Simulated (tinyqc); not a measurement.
# Berg model of reactive sputtering of a nitride or oxide: poisoning, hysteresis and pumping speed, step by step

A worked calculation. Computed by tinyqc, a small Python program that keeps every step. Command: `OMP_NUM_THREADS=1 python tinyqc.py 3001620 3001621 out.jsonl berg walk`. One thread of a shared host (Intel(R) Xeon(R) Processor @ 2.30GHz), about 0.08 s of CPU time with the checks. Intermediate numbers are printed to about 7 digits and carried at full precision; extremes and crossings named in words are read from the listed rows.

A diatomic gas reacts with bare metal on the target and on the collecting surfaces; ions remove metal and compound from the target. theta_t and theta_c are the compound fractions.

Inputs (values chosen for the exercise, close to those used for aluminium nitride):
```
quantity,value,unit
ion current density J,8.5,mA/cm^2
target area A_t,170,cm^2
collecting area A_c,3700,cm^2
metal yield Y_m,0.96,-
compound yield Y_c,0.12,-
sticking coefficient alpha,0.85,-
reactive atoms per metal atom z,1,-
gas mass M,28,u
pumping speed S,31,l/s
gas temperature T,300,K
reactive partial pressure P,0.058,Pa
```

Constants: e = 1.602176634e-19 C; u = 1.6605390666e-27 kg; k_B = 1.380649e-23 J/K.

## Steady state at the pressure P

Ion flux j = J/e; gas flux F = P/sqrt(2 pi M k_B T). Target: (2/z) alpha F (1 - theta_t) = j Y_c theta_t. Sputtered flows F_c = j Y_c theta_t A_t, F_m = j Y_m (1 - theta_t) A_t. Collector: (2/z) alpha F (1 - theta_c) A_c + F_c (1 - theta_c) = F_m theta_c. Gas use Q = alpha F [(1 - theta_t) A_t + (1 - theta_c) A_c] + P S/(k_B T); 1 sccm = 4.4780e17 molecules/s. Rate R = F_m + F_c, given relative to j Y_m A_t.

ion flux j = 5.305283e+16 1/(cm^2 s)

gas flux F = 1.667371e+17 1/(cm^2 s)

theta_t = 0.9780334

theta_c = 0.9998189

gas use (sccm): target 1.181893, collector 0.212110, pump 0.969396

total flow Q = 2.363399 sccm

rate relative to clean metal = 0.1442208

The target is poisoned. The film is 100.0 % compound.

## Critical pumping speed

P is a single-valued function of the flow Q only if dQ/dP > 0 everywhere: S must exceed k_B T times the steepest fall of the surface terms with P.

pressure of the steepest fall = 0.001705995 Pa

critical pumping speed = 1233.592 l/s

S is 0.03 times the critical value: the flow curve is S-shaped and flow control shows hysteresis.

## The hysteresis loop

Turning points solve dQ/dP = 0; a jump keeps Q fixed; the width of the loop is the difference of the two turning flows.

Corners of the loop:
```
point,P (Pa),Q (sccm),theta_t,theta_c,relative rate
edge of the metallic branch,9.035944e-04,4.769784,0.4095573,0.7665088,0.6416374
"landing, poisoned",2.099594e-01,4.769784,0.9938338,0.9999859,0.1303954
edge of the poisoned branch,2.426083e-02,2.043345,0.9490415,0.9989976,0.1695886
"landing, metallic",1.242991e-04,2.043345,0.0871067,0.2285683,0.9237817
```

width of the loop = 2.726439 sccm

Raising the flow past 4.77 sccm drops the rate from 0.642 to 0.130; the metallic mode returns only below 2.04 sccm. The best film reachable on the metallic branch is 77 % compound, so the region between needs pressure feedback. The pressure P of the inputs lies on the poisoned branch.

## Flow curve at three pumping speeds

The formulas are those given above.

Pressure as the free variable:
```
P (Pa),theta_t,theta_c,relative rate,Q at S_c/4 (sccm),Q at S_c (sccm),Q at 2 S_c (sccm)
0.000085,0.0612535,0.1647585,0.9464032,1.521569,1.56397,1.62050
0.000170,0.1154361,0.2946239,0.8989934,2.588851,2.67365,2.78672
0.000340,0.2069793,0.4813365,0.8188931,3.867109,4.03671,4.26284
0.000600,0.3153452,0.6537162,0.7240729,4.675765,4.97506,5.37411
0.001000,0.4342772,0.7911281,0.6200074,4.908238,5.40706,6.07215
0.001700,0.5661615,0.8930112,0.5046087,4.639050,5.48704,6.61770
0.002700,0.6745486,0.9461940,0.4097700,4.197243,5.54406,7.33981
0.004300,0.7674903,0.9750227,0.3284460,3.810921,5.95585,8.81575
0.006800,0.8392289,0.9888872,0.2656748,3.670531,7.06251,11.58515
0.014000,0.9148726,0.9971082,0.1994864,4.250789,11.23428,20.54559
```

At S_c/4 the flow falls with pressure in 4 of the intervals: as the target poisons, less metal arrives to getter the gas. At 2 S_c it rises throughout. Coverages and rate depend on P alone, not on S. The collector converts before the target (theta_c = 0.79 at theta_t = 0.43), since the metal is spread over a larger area and no ions clean it. The rate tends to Y_c/Y_m = 0.125.

Checks made by the program: gas taken up by surfaces against gas bound in the growing film (relative difference below 1e-10).
